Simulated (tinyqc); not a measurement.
# Junction field-effect transistor with two gates, gradual channel with velocity saturation: two studies

A uniformly doped n-type channel, depleted from both sides by p+ gates; at channel potential V the depleted share of a is u = sqrt((Vbi - Vg + V)/Vp), s at the source. Electrons drift with v = mu E/(1 + mu E/vsat). Abrupt depletion edge, no series resistance, source at 0.

Parameters, values chosen for the exercise; material values those of a made-up semiconductor: temperature T = 300 K; relative permittivity of the semiconductor eps_r = 10.1; conduction-band density of states at T Nc = 1.66e19 cm^-3; band gap Eg = 2.47 eV; valence-band density of states at T Nv = 2.93e19 cm^-3; donor density of the channel Nd = 5.2e16 cm^-3; half the channel thickness a = 260 nm; low-field mobility at this doping mu = 420 cm^2/(V s); saturation velocity vsat = 2.3e7 cm/s; gate length L = 2 um; gate width W = 50 um; acceptor density of the gates Na = 1.6e18 cm^-3; gate voltage Vg = 0 V.

Constants: q = 1.602176634e-19 C, kB = 1.380649e-23 J/K, Vt = kB T/q, eps0 = 8.8541878128e-14 F/cm where lengths are in cm. Results are converted to the units shown.

Each table varies one quantity; the others keep the values above.

## Effect of the low-field mobility at this doping on saturation

ni = sqrt(Nc Nv) exp(-Eg/(2 Vt)), Eg in volts; Vbi = Vt ln(Na Nd/ni^2); Vp = q Nd a^2/(2 eps0 eps_r); G0 = 2 q mu Nd a W/L; Z = mu Vp/(vsat L); s = sqrt((Vbi - Vg)/Vp). I = (G0 Vp/3) F/(1 + Z (u^2 - s^2)), F = 3 (u^2 - s^2) - 2 (u^3 - s^3), with u at V = Vd; Z = 0 gives constant mobility, for which u stops at 1. The current peaks at u = um, the root of (1 - u)(1 + Z (u^2 - s^2)) = Z F/3; beyond Vdsat = Vp (um^2 - s^2) it is held at that value. gm = G0 (um - s)/(1 + Z (um^2 - s^2)).

Result of one run:
```
mu (cm^2/(V s)),Z,um,Vdsat (V),Isat (mA),Isat for Z = 0 (mA),gm (mS)
140,0.09584,0.9980,0.8904,0.1007,0.1035,0.2266
```

What becomes of these results when the low-field mobility at this doping mu is changed from 140 to 1700 cm^2/(V s), all else the same?

Result of the changed run:
```
mu (cm^2/(V s)),Z,um,Vdsat (V),Isat (mA),Isat for Z = 0 (mA),gm (mS)
1700,1.164,0.9808,0.7832,0.9580,1.257,1.946
```

The whole series:
```
mu (cm^2/(V s)),Z,um,Vdsat (V),Isat (mA),Isat for Z = 0 (mA),gm (mS)
84,0.05750,0.9988,0.8954,0.06108,0.06209,0.1381
140,0.09584,0.9980,0.8904,0.1007,0.1035,0.2266
230,0.1574,0.9967,0.8826,0.1627,0.1700,0.3632
380,0.2601,0.9947,0.8701,0.2617,0.2809,0.5769
620,0.4244,0.9918,0.8515,0.4098,0.4583,0.8871
1000,0.6845,0.9875,0.8250,0.6223,0.7391,1.313
1700,1.164,0.9808,0.7832,0.9580,1.257,1.946
```

As mu goes from 84 to 1700 cm^2/(V s), Vdsat falls from 0.895 to 0.783 V, Isat rises from 0.0611 to 0.958 mA and gm rises from 0.138 to 1.95 mS. Isat is 0.984 of the constant-mobility value in the first row and 0.762 in the last.

## Effect of the gate length on saturation

Same model as above.

Effect of the gate length on saturation:
```
L (um),Z,um,Vdsat (V),Isat (mA),Isat for Z = 0 (mA),gm (mS)
0.1,5.750,0.9470,0.5780,2.642,6.209,4.535
0.21,2.738,0.9649,0.6859,1.749,2.956,3.267
0.45,1.278,0.9793,0.7744,1.029,1.380,2.074
0.97,0.5928,0.9890,0.8340,0.5501,0.6401,1.171
2.1,0.2738,0.9945,0.8685,0.2745,0.2956,0.6041
4.4,0.1307,0.9973,0.8860,0.1361,0.1411,0.3047
9.4,0.06117,0.9987,0.8949,0.06492,0.06605,0.1467
20,0.02875,0.9994,0.8992,0.03079,0.03104,0.06988
```

What does the table show?

As L goes from 0.1 to 20 um, Vdsat rises from 0.578 to 0.899 V, Isat falls from 2.64 to 0.0308 mA and gm falls from 4.53 to 0.0699 mS. Isat is 0.426 of the constant-mobility value in the first row and 0.992 in the last. Isat goes as L^(-0.56) between the first two rows and as L^(-0.99) between the last two; constant mobility gives 1/L, and short gates gain less because the velocity is capped. For L = 0.1 to 0.45 um the gate is shorter than 2 a, outside the gradual-channel approximation.

tinyqc, about 0.09 s, one thread, Intel Xeon 2.30GHz (shared host): `OMP_NUM_THREADS=1 python tinyqc.py 2500101 2500102 out.jsonl`
